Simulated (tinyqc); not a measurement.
# Worked calculation: resistance of a tapered via with liner, size effect and interface

Computed by the program tinyqc: `OMP_NUM_THREADS=1 python tinyqc.py 2750134 2750135 out.jsonl`, one thread of a shared Intel Xeon 2.30GHz, about 0.01 s for the whole run. Printed values are rounded.

A round via whose diameter grows from db at the bottom as D(z) = db + 2 z/tan(ang). The fill, of diameter D - 2 tl, starts above the bottom liner (thickness fb tl) and has rho = rho0 (1 + ks lam/(D - 2 tl)); the sidewall liner conducts in parallel with it. The bottom liner and the interface are crossed over the full area pi db^2/4. Spreading in the lines above and below is left out.

Inputs (values chosen for the exercise); fill metal close to cobalt:
```
symbol,value,unit,meaning
db,37,nm,diameter at the bottom
hv,140,nm,height
ang,87,degrees,sidewall angle
rho0,6.04,uohm cm,bulk resistivity of the fill
lam,12.1,nm,mean free path of the fill
ks,1.1,,size-effect factor
tl,1.3,nm,liner on the sidewall
fb,0.7,,liner at the bottom over that on the sidewall
rl,290,uohm cm,resistivity of the liner
ri,1.2e-12,ohm cm^2,interface resistivity at the bottom
Sb,1e15,S/m^2,"ballistic conductance per area, about 3/(4 rho0 lam)"
```

## Slices of the via

Slices between z0 = fb tl and hv, evaluated at their midpoints: conductance per length pi/4 [(D - 2 tl)^2/rho + (D^2 - (D - 2 tl)^2)/rl], slice resistance = slice height over that. 7 slices.

| slice | z (nm) | D (nm) | rho (uohm cm) | slice resistance (ohm) |
|---|---|---|---|---|
| 0 | 10.84500 | 38.13672 | 8.302234 | 1.656023 |
| 1 | 30.71500 | 40.21941 | 8.176993 | 1.455895 |
| 2 | 50.58500 | 42.30210 | 8.064891 | 1.289582 |
| 3 | 70.45500 | 44.38478 | 7.963964 | 1.149935 |
| 4 | 90.32500 | 46.46747 | 7.872620 | 1.031586 |
| 5 | 110.1950 | 48.55015 | 7.789557 | 0.9304467 |
| 6 | 130.0650 | 50.63284 | 7.713697 | 0.8433572 |

## Total resistance

R_fill = sum of the slices; R_bottom = rl fb tl/(pi db^2/4); R_interface = ri/(pi db^2/4); ballistic (Sharvin) limit 1/(Sb pi (db - 2 tl)^2/4); ideal cylinder rho0 hv/(pi db^2/4).

parts (ohm): fill 8.356825, bottom liner 2.454404, interface 0.1116061
R = 10.92284 ohm
shares (%): fill 76.50784, bottom liner 22.47039, interface 1.02177
ballistic limit = 1.075953 ohm
ideal cylinder = 7.864510 ohm

The fill is the largest part, and R is 1.39 times the ideal cylinder. With 2000 slices R = 10.930 ohm.
